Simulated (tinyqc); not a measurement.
Phonon-assisted absorption at an indirect gap: one step. The four branches at one energy.

alpha(E) = sum_j A_j [N_j (E - Eg + w_j)^2 + (N_j + 1)(E - Eg - w_j)^2], each bracket counted only where its base is positive; N_j = 1/(exp(w_j/kB T) - 1). The first term absorbs a phonon and the second emits one; excitons and direct transitions are left out.

Constants: kB = 8.617333262e-05 eV/K.

Parameters, chosen for this exercise (loosely those of Si at room temperature; Eg is not tied to T; not measured data): Eg = 1.109 eV (indirect gap, held fixed unless listed); w = (58.8, 19.3) meV (two zone-edge phonons); A = (2300, 820) 1/(cm eV^2) (their strengths); T = 77 K; E = 1.571 eV (photon energy).

Task: Evaluate the occupations and each term.

Give: N_j; terms with phonon absorption; terms with phonon emission; alpha; wavelength hc/E (hc = 1239.841984 eV nm).

Result:

N_j: 0.0001417  0.05770

terms with phonon absorption (1/cm): 0.08842  10.96

terms with phonon emission (1/cm): 374.0  170.0

alpha = 555.0 1/cm
wavelength hc/E (hc = 1239.841984 eV nm) = 789.2 nm

Phonon absorption supplies 2.0 % of alpha; the depth 1/alpha is 18 micrometre.

(tinyqc, `OMP_NUM_THREADS=1 python tinyqc.py 1682728 1682729 out.jsonl`, Intel(R) Xeon(R) Processor @ 2.30GHz, 1 thread, shared host, about 0.01 s.)
